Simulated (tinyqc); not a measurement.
Hydrostatic strain: sp3s* tight binding, strained.

sp3s* tight binding, nearest neighbours only: anion (a) at 0, cation (c) at a/4 (1,1,1), orbitals s, px, py, pz, s* on each; k in units of 2 pi/a. With phases e_j = exp(i (pi/2) k.n_j) for n = (1,1,1), (1,-1,-1), (-1,1,-1), (-1,-1,1): g0 = (e1+e2+e3+e4)/4, g1 = (e1+e2-e3-e4)/4, g2 = (e1-e2+e3-e4)/4, g3 = (e1-e2-e3+e4)/4. The diagonal holds the levels Esa, Epa, Exa (s*) and Esc, Epc, Exc. Anion-cation block: <sa|sc> = Vss g0; <sa|xc> = Vsapc g1; <xa|sc> = -Vscpa g1; <xa|xc> = Vxx g0; <xa|yc> = <ya|xc> = Vxy g3, <xa|zc> = <za|xc> = Vxy g2, <ya|zc> = <za|yc> = Vxy g1; <s*a|xc> = Vxapc g1; <xa|s*c> = -Vpaxc g1; y and z take g2 and g3 in place of g1; s-s* and s*-s* vanish.

Strain e moves each bond vector to d = (1 + e) d0 (no internal displacement for the diagonal strains used here) and k is given in fractions of the strained reciprocal cell, so the phases stay. Two-centre values Vss_sigma = Vss/4, Vsp_sigma = sqrt3 V/4 for each s-p and s*-p pair, Vpp_sigma = (Vxx + 2 Vxy)/4, Vpp_pi = (Vxx - Vxy)/4 are scaled by (d0/d)^eta and combined with the new direction cosines; the levels on the diagonal stay.

Parameters, chosen for this exercise (near a published set for GaAs, fitted to gaps, whose masses and valley positions are rough; not measured data):
- Esa = -8.363 eV (s level of the anion)
- Epa = 1.032 eV (p level of the anion)
- Esc = -2.668 eV (s level of the cation)
- Epc = 3.635 eV (p level of the cation)
- Exa = 8.61 eV (s* level of the anion)
- Exc = 6.734 eV (s* level of the cation)
- Vss = -6.372 eV (s-s)
- Vxx = 1.966 eV (px-px)
- Vxy = 5.132 eV (px-py)
- Vsapc = 4.421 eV (s anion, p cation)
- Vscpa = 5.704 eV (s cation, p anion)
- Vxapc = 4.795 eV (s* anion, p cation)
- Vpaxc = 4.743 eV (p anion, s* cation)
- eta = 2 (scaling exponent)

exx = eyy = ezz = e. Gaps as measured from the top of the valence band; the deformation potentials are (gap(0.01) - gap(-0.01))/0.06.

Gaps (eV):

| e | Gamma | Delta | L | x of the minimum |
|---|---|---|---|---|
| -0.03 | 1.9592 | 2.0370 | 1.8682 | 1.000 |
| -0.02 | 1.7967 | 2.0405 | 1.7899 | 1.000 |
| -0.01 | 1.6398 | 2.0446 | 1.7143 | 1.000 |
| 0.00 | 1.4881 | 2.0492 | 1.6414 | 1.000 |
| 0.02 | 1.1996 | 2.0598 | 1.5032 | 1.000 |
| 0.03 | 1.0625 | 2.0656 | 1.4378 | 1.000 |

Give the missing row, e = 0.01.

Computed row:
```
e      Gamma   Delta       L  x of the minimum
0.01  1.3414  2.0543  1.5711             1.000
```

gap deformation potentials (eV): Gamma -4.972, Delta 0.161, L -2.388

Per unit of volume strain the gaps move by -4.97 (Gamma), +0.16 (Delta) and -2.39 eV (L). The lowest valley changes from L to Gamma between e = -0.02 and -0.01. These potentials follow from the one exponent eta, which fitted models replace by one for each integral; with it the sizes are rough, the sign for Delta can be wrong (in Si, Ge and the III-V crystals measured values are small and positive), and the pressures at which valleys cross, and which valley takes over, are rough too. A gap of zero, where one is listed, marks an s level that has sunk below the valence top.

Program tinyqc; command `OMP_NUM_THREADS=1 python tinyqc.py 1450334 1450335 out.jsonl`; about 0.05 s on one thread of a shared Intel(R) Xeon(R) Processor @ 2.30GHz.
